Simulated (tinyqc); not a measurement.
Worked calculation: UHF in the sto-3g basis, for H3+, spin multiplicity 1. Computed by tinyqc, a small Python program that keeps every step (integrals from PySCF). Settings: charge = 1, multiplicity = 1, basis = sto-3g, energy threshold = 1e-10, iteration cap = 79, orthogonalisation = canonical, start = core, DIIS depth = 4, method = UHF, break = 0.2. Command: `OMP_NUM_THREADS=1 python tinyqc.py 22338 22339 out.jsonl` (the two numbers bound the seeds that draw the settings). One thread of a shared host (Intel(R) Xeon(R) Processor @ 2.60GHz), about 0.07 s of CPU time with the checks. Later iterations appear only in the table of the cycle.

## One-electron integrals

Geometry (angstrom):
```
atom         x         y          z
H     0.000000  0.000000   0.000000
H     0.000000  0.000000   0.951000
H     0.000000  0.448000  -0.839000
```

Basis sto-3g: exponents (1/bohr^2) and contraction coefficients of normalised primitives:
```
element  l (shell)  exponent  coefficient
H            s (1)  3.425251     0.154329
H            s (1)  0.623914     0.535328
H            s (1)  0.168855     0.444635
```

Overlap, kinetic and nuclear-attraction integrals over the contracted functions; the nuclear repulsion is the sum of Za Zb / Rab.

nuclear repulsion = 1.39960103 hartree

overlap S, lower triangle:
```
          1H 1s     2H 1s     3H 1s
1H 1s  1.000000
2H 1s  0.525800  1.000000
3H 1s  0.525729  0.152889  1.000000
```

kinetic energy T (hartree), lower triangle:
```
          1H 1s      2H 1s     3H 1s
1H 1s  0.760032
2H 1s  0.130507   0.760032
3H 1s  0.130459  -0.007375  0.760032
```

nuclear attraction V (hartree), lower triangle:
```
           1H 1s      2H 1s      3H 1s
1H 1s  -2.297985
2H 1s  -1.062973  -2.048875
3H 1s  -1.062790  -0.285914  -2.048818
```

core Hamiltonian H = T + V (hartree), lower triangle:
```
           1H 1s      2H 1s      3H 1s
1H 1s  -1.537953
2H 1s  -0.932466  -1.288843
3H 1s  -0.932331  -0.293289  -1.288786
```

## Two-electron integrals

Functions are numbered as in S; the eight-fold symmetry (ij|kl) = (ji|kl) = (kl|ij) leaves the list below.

Two-electron integrals (ij|kl) in chemists' order, unique and non-zero (hartree):
```
(11|11) 0.774606   (21|11) 0.332536   (21|21) 0.179262   (22|11) 0.494291
(22|21) 0.332536   (22|22) 0.774606   (31|11) 0.332479   (31|21) 0.134805
(31|22) 0.195642   (31|31) 0.179208   (32|11) 0.090587   (32|21) 0.043729
(32|22) 0.074589   (32|31) 0.043723   (32|32) 0.012376   (33|11) 0.494251
(33|21) 0.195661   (33|22) 0.285076   (33|31) 0.332479   (33|32) 0.074589
(33|33) 0.774606
```

## Orthogonalisation

S = U s U^T; canonical form X = U s^(-1/2), so that X^T S X = 1. Each column of U has its largest component positive (the first on a tie).

eigenvalues of S: 0.328982  0.847111  1.823907

X:
```
               1          2         3
1H 1s   1.294325  -0.000033  0.496085
2H 1s  -0.826044  -0.768215  0.388717
3H 1s  -0.825866   0.768329  0.388681
```

## Starting guess

The start is the orbitals of the core Hamiltonian, with HOMO and LUMO mixed by +/-0.2 rad for the two spins; D(s) = C_occ C_occ^T for each spin.

D(alpha) at the start, lower triangle:
```
          1H 1s     2H 1s     3H 1s
1H 1s  0.480229
2H 1s  0.059963  0.007487
3H 1s  0.271453  0.033894  0.153441
```

D(beta) at the start, lower triangle:
```
          1H 1s     2H 1s     3H 1s
1H 1s  0.480206
2H 1s  0.271489  0.153489
3H 1s  0.059898  0.033864  0.007471
```

## Iteration 1: building the Fock matrix

J_ij = sum D_kl (ij|kl) with D = D(alpha) + D(beta), K_ij = sum D_kl (ik|jl) for each spin; F = H + J - K(s); E = tr D H + tr D J / 2 - 0.5 sum_s tr D(s) K(s) + E_nn.

Coulomb J (hartree), lower triangle:
```
          1H 1s     2H 1s     3H 1s
1H 1s  1.356110
2H 1s  0.618490  1.005500
3H 1s  0.618368  0.170653  1.005378
```

exchange K(alpha) (hartree), lower triangle:
```
          1H 1s     2H 1s     3H 1s
1H 1s  0.630351
2H 1s  0.278577  0.162462
3H 1s  0.415451  0.166158  0.395815
```

exchange K(beta) (hartree), lower triangle:
```
          1H 1s     2H 1s     3H 1s
1H 1s  0.630344
2H 1s  0.415522  0.395919
3H 1s  0.278491  0.166139  0.162366
```

F(alpha) (hartree), lower triangle:
```
           1H 1s      2H 1s      3H 1s
1H 1s  -0.812195
2H 1s  -0.592553  -0.445805
3H 1s  -0.729414  -0.288794  -0.679223
```

F(beta) (hartree), lower triangle:
```
           1H 1s      2H 1s      3H 1s
1H 1s  -0.812188
2H 1s  -0.729498  -0.679262
3H 1s  -0.592454  -0.288775  -0.445774
```

total energy of this density = -1.16848943 hartree

## Iteration 1: diagonalisation and new density

Diagonalise F' = X^T F X, C = X C', fill 1 alpha and 1 beta electrons from the bottom; D(s) = C_occ C_occ^T. Each column has its largest component positive (the first on a tie).

F' = X^T F X (alpha) (hartree), lower triangle:
```
           1          2          3
1   0.304331
2   0.011968  -0.323135
3  -0.098317  -0.121903  -0.966942
```

orbital energies (alpha) (hartree): MO1 -0.996132, MO2 -0.302228, MO3 0.312615

coefficients C (alpha):
```
            MO1        MO2        MO3
1H 1s  0.580912   0.147538   1.249861
2H 1s  0.186010   0.783847  -0.880106
3H 1s  0.457210  -0.727662  -0.827601
```

F' = X^T F X (beta) (hartree), lower triangle:
```
           1          2          3
1   0.304328
2  -0.011942  -0.323136
3  -0.098292   0.121920  -0.966941
```

orbital energies (beta) (hartree): MO1 -0.996135, MO2 -0.302220, MO3 0.312606

coefficients C (beta):
```
            MO1        MO2        MO3
1H 1s  0.580901   0.147432   1.249878
2H 1s  0.457244  -0.727502  -0.827812
3H 1s  0.185959   0.784007  -0.879891
```

D(alpha) after iteration 1, lower triangle:
```
          1H 1s     2H 1s     3H 1s
1H 1s  0.337458
2H 1s  0.108055  0.034600
3H 1s  0.265598  0.085045  0.209041
```

D(beta) after iteration 1, lower triangle:
```
          1H 1s     2H 1s     3H 1s
1H 1s  0.337446
2H 1s  0.265613  0.209072
3H 1s  0.108024  0.085029  0.034581
```

## Iteration 2: building the Fock matrix

As before.

Coulomb J (hartree), lower triangle:
```
          1H 1s     2H 1s     3H 1s
1H 1s  1.291412
2H 1s  0.602703  1.011880
3H 1s  0.602592  0.167046  1.011787
```

exchange K(alpha) (hartree), lower triangle:
```
          1H 1s     2H 1s     3H 1s
1H 1s  0.576467
2H 1s  0.285865  0.197662
3H 1s  0.406795  0.178407  0.421575
```

exchange K(beta) (hartree), lower triangle:
```
          1H 1s     2H 1s     3H 1s
1H 1s  0.576471
2H 1s  0.406855  0.421652
3H 1s  0.285805  0.178395  0.197590
```

F(alpha) (hartree), lower triangle:
```
           1H 1s      2H 1s      3H 1s
1H 1s  -0.823008
2H 1s  -0.615627  -0.474625
3H 1s  -0.736534  -0.304650  -0.698575
```

F(beta) (hartree), lower triangle:
```
           1H 1s      2H 1s      3H 1s
1H 1s  -0.823012
2H 1s  -0.736617  -0.698615
3H 1s  -0.615543  -0.304638  -0.474589
```

total energy of this density = -1.19634686 hartree

## Iteration 2: DIIS over 2 matrices

error matrix X^T (FDS - SDF) X (alpha):
```
           1          2         3
1   0.000000   0.002394  0.018122
2  -0.002394   0.000000  0.011690
3  -0.018122  -0.011690  0.000000
```

B (overlaps of the stored error matrices):
```
               1              2
1  6.1002545e-02  9.8273350e-03
2  9.8273350e-03  1.8835725e-03
```

Minimise |sum c_i e_i|^2 with sum c_i = 1: solve [B -1; -1 0][c; lambda] = [0; -1] with B_ij = tr e_i^T e_j summed over both spins, and take F = sum c_i F_i.

DIIS coefficients: -0.183750  1.183750

extrapolated F(alpha) (hartree), lower triangle:
```
           1H 1s      2H 1s      3H 1s
1H 1s  -0.824995
2H 1s  -0.619867  -0.479921
3H 1s  -0.737842  -0.307563  -0.702130
```

extrapolated F(beta) (hartree), lower triangle:
```
           1H 1s      2H 1s      3H 1s
1H 1s  -0.825001
2H 1s  -0.737925  -0.702171
3H 1s  -0.619786  -0.307553  -0.479883
```

## Iteration 2: diagonalisation and new density

As before.

F' = X^T F X (alpha) (hartree), lower triangle:
```
           1          2          3
1   0.294803
2   0.023635  -0.334636
3  -0.079513  -0.111360  -0.998163
```

orbital energies (alpha) (hartree): MO1 -1.020598, MO2 -0.318548, MO3 0.301150

coefficients C (alpha):
```
            MO1        MO2        MO3
1H 1s  0.562484   0.151996   1.257731
2H 1s  0.214878   0.769847  -0.885870
3H 1s  0.457750  -0.745543  -0.811225
```

F' = X^T F X (beta) (hartree), lower triangle:
```
           1          2          3
1   0.294797
2  -0.023634  -0.334624
3  -0.079496   0.111368  -0.998173
```

orbital energies (beta) (hartree): MO1 -1.020608, MO2 -0.318533, MO3 0.301141

coefficients C (beta):
```
            MO1        MO2        MO3
1H 1s  0.562477   0.151929   1.257742
2H 1s  0.457773  -0.745429  -0.811408
3H 1s  0.214840   0.769969  -0.885690
```

D(alpha) after iteration 2, lower triangle:
```
          1H 1s     2H 1s     3H 1s
1H 1s  0.316388
2H 1s  0.120865  0.046173
3H 1s  0.257477  0.098360  0.209535
```

D(beta) after iteration 2, lower triangle:
```
          1H 1s     2H 1s     3H 1s
1H 1s  0.316381
2H 1s  0.257487  0.209556
3H 1s  0.120843  0.098348  0.046156
```

## Iteration 3: building the Fock matrix

As before.

Coulomb J (hartree), lower triangle:
```
          1H 1s     2H 1s     3H 1s
1H 1s  1.281763
2H 1s  0.600337  1.012759
3H 1s  0.600231  0.166509  1.012678
```

exchange K(alpha) (hartree), lower triangle:
```
          1H 1s     2H 1s     3H 1s
1H 1s  0.569018
2H 1s  0.292713  0.212651
3H 1s  0.401066  0.181549  0.416032
```

exchange K(beta) (hartree), lower triangle:
```
          1H 1s     2H 1s     3H 1s
1H 1s  0.569026
2H 1s  0.401121  0.416097
3H 1s  0.292661  0.181540  0.212588
```

F(alpha) (hartree), lower triangle:
```
           1H 1s      2H 1s      3H 1s
1H 1s  -0.825208
2H 1s  -0.624841  -0.488735
3H 1s  -0.733166  -0.308330  -0.692140
```

F(beta) (hartree), lower triangle:
```
           1H 1s      2H 1s      3H 1s
1H 1s  -0.825216
2H 1s  -0.733249  -0.692181
3H 1s  -0.624761  -0.308321  -0.488696
```

total energy of this density = -1.19768753 hartree

## Iteration 3: DIIS over 3 matrices

error matrix X^T (FDS - SDF) X (alpha):
```
          1          2          3
1  0.000000  -0.000592  -0.000480
2  0.000592   0.000000   0.008953
3  0.000480  -0.008953   0.000000
```

B (overlaps of the stored error matrices), lower triangle:
```
               1              2              3
1  6.1002545e-02
2  9.8273350e-03  1.8835725e-03
3  4.2483790e-04  3.7826921e-04  3.2295270e-04
```

As before.

DIIS coefficients: 1.156452  -7.493091  7.336639

extrapolated F(alpha) (hartree), lower triangle:
```
           1H 1s      2H 1s      3H 1s
1H 1s  -0.826645
2H 1s  -0.656542  -0.544816
3H 1s  -0.703590  -0.313313  -0.628988
```

extrapolated F(beta) (hartree), lower triangle:
```
           1H 1s      2H 1s      3H 1s
1H 1s  -0.826662
2H 1s  -0.703672  -0.629031
3H 1s  -0.656470  -0.313312  -0.544766
```

## Iteration 3: diagonalisation and new density

As before.

F' = X^T F X (alpha) (hartree), lower triangle:
```
           1          2          3
1   0.294996
2   0.006573  -0.322971
3  -0.079746  -0.043107  -0.999998
```

orbital energies (alpha) (hartree): MO1 -1.007545, MO2 -0.320453, MO3 0.300024

coefficients C (alpha):
```
            MO1        MO2        MO3
1H 1s  0.572746   0.054403   1.261103
2H 1s  0.289382   0.775059  -0.859736
3H 1s  0.384849  -0.758345  -0.836815
```

F' = X^T F X (beta) (hartree), lower triangle:
```
           1          2          3
1   0.294991
2  -0.006589  -0.322958
3  -0.079751   0.043114  -1.000009
```

orbital energies (beta) (hartree): MO1 -1.007557, MO2 -0.320440, MO3 0.300020

coefficients C (beta):
```
            MO1        MO2        MO3
1H 1s  0.572753   0.054374   1.261101
2H 1s  0.384871  -0.758252  -0.836978
3H 1s  0.289342   0.775153  -0.859579
```

D(alpha) after iteration 3, lower triangle:
```
          1H 1s     2H 1s     3H 1s
1H 1s  0.328038
2H 1s  0.165742  0.083742
3H 1s  0.220421  0.111368  0.148109
```

D(beta) after iteration 3, lower triangle:
```
          1H 1s     2H 1s     3H 1s
1H 1s  0.328046
2H 1s  0.220436  0.148125
3H 1s  0.165721  0.111359  0.083719
```

## Iteration 4: building the Fock matrix

As before.

Coulomb J (hartree), lower triangle:
```
          1H 1s     2H 1s     3H 1s
1H 1s  1.291354
2H 1s  0.602677  1.011144
3H 1s  0.602569  0.167074  1.011059
```

exchange K(alpha) (hartree), lower triangle:
```
          1H 1s     2H 1s     3H 1s
1H 1s  0.582481
2H 1s  0.331383  0.271626
3H 1s  0.374432  0.187081  0.352227
```

exchange K(beta) (hartree), lower triangle:
```
          1H 1s     2H 1s     3H 1s
1H 1s  0.582489
2H 1s  0.374488  0.352293
3H 1s  0.331329  0.187076  0.271557
```

F(alpha) (hartree), lower triangle:
```
           1H 1s      2H 1s      3H 1s
1H 1s  -0.829081
2H 1s  -0.661172  -0.549326
3H 1s  -0.704194  -0.313297  -0.629954
```

F(beta) (hartree), lower triangle:
```
           1H 1s      2H 1s      3H 1s
1H 1s  -0.829089
2H 1s  -0.704277  -0.629992
3H 1s  -0.661091  -0.313292  -0.549284
```

total energy of this density = -1.19981808 hartree

## Iteration 4: DIIS over 4 matrices

error matrix X^T (FDS - SDF) X (alpha):
```
           1          2         3
1   0.000000  -0.000150  0.000211
2   0.000150   0.000000  0.002681
3  -0.000211  -0.002681  0.000000
```

B (overlaps of the stored error matrices), lower triangle:
```
               1              2              3              4
1  6.1002545e-02
2  9.8273350e-03  1.8835725e-03
3  4.2483790e-04  3.7826921e-04  3.2295270e-04
4  3.0082869e-04  1.3938520e-04  9.5948486e-05  2.9016433e-05
```

As before.

DIIS coefficients: 0.021212  -0.163481  -0.250087  1.392356

extrapolated F(alpha) (hartree), lower triangle:
```
           1H 1s      2H 1s      3H 1s
1H 1s  -0.830684
2H 1s  -0.676248  -0.574495
3H 1s  -0.692197  -0.315433  -0.604230
```

extrapolated F(beta) (hartree), lower triangle:
```
           1H 1s      2H 1s      3H 1s
1H 1s  -0.830692
2H 1s  -0.692279  -0.604266
3H 1s  -0.676167  -0.315431  -0.574452
```

## Iteration 4: diagonalisation and new density

As before.

F' = X^T F X (alpha) (hartree), lower triangle:
```
           1          2          3
1   0.299753
2   0.002954  -0.323371
3  -0.080171  -0.014998  -1.005583
```

orbital energies (alpha) (hartree): MO1 -1.010807, MO2 -0.323076, MO3 0.304682

coefficients C (alpha):
```
            MO1        MO2        MO3
1H 1s  0.573995   0.020148   1.261547
2H 1s  0.320993   0.770063  -0.852978
3H 1s  0.354018  -0.766096  -0.843341
```

F' = X^T F X (beta) (hartree), lower triangle:
```
           1          2          3
1   0.299749
2  -0.002952  -0.323366
3  -0.080177   0.015004  -1.005586
```

orbital energies (beta) (hartree): MO1 -1.010811, MO2 -0.323071, MO3 0.304679

coefficients C (beta):
```
            MO1        MO2        MO3
1H 1s  0.574002   0.020085   1.261545
2H 1s  0.354044  -0.765978  -0.843525
3H 1s  0.320955   0.770181  -0.852798
```

D(alpha) after iteration 4, lower triangle:
```
          1H 1s     2H 1s     3H 1s
1H 1s  0.329471
2H 1s  0.184248  0.103036
3H 1s  0.203205  0.113637  0.125329
```

D(beta) after iteration 4, lower triangle:
```
          1H 1s     2H 1s     3H 1s
1H 1s  0.329478
2H 1s  0.203222  0.125347
3H 1s  0.184229  0.113632  0.103012
```

## Iteration 9 (converged): orbitals

converged F(alpha) (hartree), lower triangle:
```
           1H 1s      2H 1s      3H 1s
1H 1s  -0.829810
2H 1s  -0.683423  -0.589573
3H 1s  -0.683351  -0.314241  -0.589552
```

converged F(beta) (hartree), lower triangle:
```
           1H 1s      2H 1s      3H 1s
1H 1s  -0.829810
2H 1s  -0.683432  -0.589591
3H 1s  -0.683341  -0.314241  -0.589534
```

As before.

F' = X^T F X (alpha) (hartree), lower triangle:
```
           1          2          3
1   0.298996
2   0.000003  -0.325012
3  -0.080089  -0.000006  -1.004425
```

orbital energies (alpha) (hartree): MO1 -1.009328, MO2 -0.325012, MO3 0.303898

coefficients C (alpha):
```
            MO1        MO2        MO3
1H 1s  0.574242  -0.000045   1.261596
2H 1s  0.337512  -0.768213  -0.848256
3H 1s  0.337500   0.768330  -0.848067
```

F' = X^T F X (beta) (hartree), lower triangle:
```
           1          2          3
1   0.298996
2  -0.000001  -0.325012
3  -0.080089   0.000012  -1.004425
```

orbital energies (beta) (hartree): MO1 -1.009328, MO2 -0.325012, MO3 0.303898

coefficients C (beta):
```
            MO1        MO2        MO3
1H 1s  0.574242  -0.000020   1.261596
2H 1s  0.337532  -0.768211  -0.848250
3H 1s  0.337480   0.768333  -0.848073
```

D(alpha) after iteration 9, lower triangle:
```
          1H 1s     2H 1s     3H 1s
1H 1s  0.329754
2H 1s  0.193814  0.113915
3H 1s  0.193807  0.113910  0.113906
```

D(beta) after iteration 9, lower triangle:
```
          1H 1s     2H 1s     3H 1s
1H 1s  0.329754
2H 1s  0.193825  0.113928
3H 1s  0.193795  0.113910  0.113893
```

## Convergence

Stop when the energy changes by less than 1e-10 hartree and every element of the error matrix X^T (F D S - S D F) X (for each spin) is below 3e-06.

Course of the cycle:
```
iteration  E (hartree)     change  largest element of the error matrix
1          -1.16848943          -                             1.20e-01
2          -1.19634686  -2.79e-02                             1.81e-02
3          -1.19768753  -1.34e-03                             8.95e-03
4          -1.19981808  -2.13e-03                             2.68e-03
5          -1.20010425  -2.86e-04                             8.78e-04
6          -1.20013816  -3.39e-05                             2.78e-04
7          -1.20014179  -3.63e-06                             6.35e-05
8          -1.20014199  -1.99e-07                             5.15e-07
9          -1.20014199   4.04e-12                             5.60e-07
```

PySCF UHF in the same basis, after a stability check = -1.20014199 hartree

Converged in 9 iterations.

## Populations, bond orders and dipole

Mulliken: Z minus the diagonal of D S on the atom; Loewdin: the same with S^(1/2) D S^(1/2); Mayer order: 2 sum_s sum (D(s) S)_ij (D(s) S)_ji over the two atoms.

Charges (e):
```
atom   Mulliken    Loewdin  Mulliken spin
1H    -0.067102  -0.019825      -1.84e-08
2H     0.533506   0.509864      -0.000019
3H     0.533596   0.509961       0.000019
```

Mayer bond orders:
```
pair     order
2-1   0.497797
3-1   0.497700
3-2   0.217575
```

dipole moment about the origin, x y z (debye): 0.000000  1.148211  0.286639

<S^2> of the determinant (pure state: 0) = 6.74e-10
